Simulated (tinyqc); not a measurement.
MP2 on RHF in the sto-3g basis, for H4, spin multiplicity 1, step by step. One step of it, computed by the program tinyqc.

Question. Orthogonalisation. S = U s U^T; symmetric (Loewdin) form X = U s^(-1/2) U^T, so that X^T S X = 1.

overlap S, lower triangle:
```
          1H 1s     2H 1s     3H 1s     4H 1s
1H 1s  1.000000
2H 1s  0.473805  1.000000
3H 1s  0.099927  0.457902  1.000000
4H 1s  0.013382  0.099927  0.473805  1.000000
```

Give: eigenvalues of S; X.

Answer.

eigenvalues of S: 0.3294  0.6204  1.1993  1.8509

X, lower triangle:
```
         1H 1s    2H 1s    3H 1s   4H 1s
1H 1s   1.1074
2H 1s  -0.3028   1.2227
3H 1s   0.0536  -0.3169   1.2227
4H 1s  -0.0085   0.0536  -0.3028  1.1074
```
